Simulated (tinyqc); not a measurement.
Strained Delta valleys, repopulation and conductivity mass: one step of the calculation.

A cubic crystal with three pairs of conduction valleys along x, y and z under uniaxial stress X along [110] (X > 0 is tension); current along [110]. Non-degenerate electrons, fixed total density, one relaxation time for all valleys and stresses, masses unchanged by strain, so the mobility goes as the mean inverse mass.

Problem. Valley shifts and shares. Valley shift dE = Xu (n.e.n - trace(e)/3) with n the valley axis; share f proportional to exp(-dE/Vt).

Parameters, values chosen for the exercise: temperature T = 400 K; shear deformation potential Xu = 9.06 eV.

Constants: q = 1.602176634e-19 C, kB = 1.380649e-23 J/K, Vt = kB T/q. Results are converted to the units shown.

strain (%):
```
	x	y	z
x	-0.064630000	-0.070150000	0.000000000
y	-0.070150000	-0.064630000	0.000000000
z	0.000000000	0.000000000	0.048530000
```

Find: dE; share f.

Solution.

```
valley	dE (meV)	share f
x	-3.4174	0.36460
y	-3.4174	0.36460
z	6.8349	0.27080
```

The splitting is 10.3 meV, 0.30 Vt.

Range of the model: Shear strain also changes the transverse masses of these valleys, which is left out.

Computed by the program tinyqc: `OMP_NUM_THREADS=1 python tinyqc.py 2530013 2530014 out.jsonl`, one thread of a shared Intel Xeon 2.30GHz, about 0.01 s for the whole run.
